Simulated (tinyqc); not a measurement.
# Thickness from two neighbouring fringes

Question. At normal incidence a transparent film with an index between those of air and substrate, taken as constant, has reflectance minima at 2 n1 d = (m + 1/2) lam (small phase shifts at the substrate neglected). Find d and the order m of the shorter wavelength.

Inputs (values chosen for the exercise):
```
symbol  value  unit                        meaning
n1      1.289        index of the transparent film
```

wavelengths of two neighbouring reflectance minima (nm): 538  657.55556

Solution. Neighbouring orders differ by one: 2 n1 d (1/lam1 - 1/lam2) = 1.

d = 1.15e3 nm
m = 5

Program tinyqc, `OMP_NUM_THREADS=1 python tinyqc.py 2870211 2870212 out.jsonl`; Intel Xeon 2.30GHz, shared host, one thread, about 0.01 s.
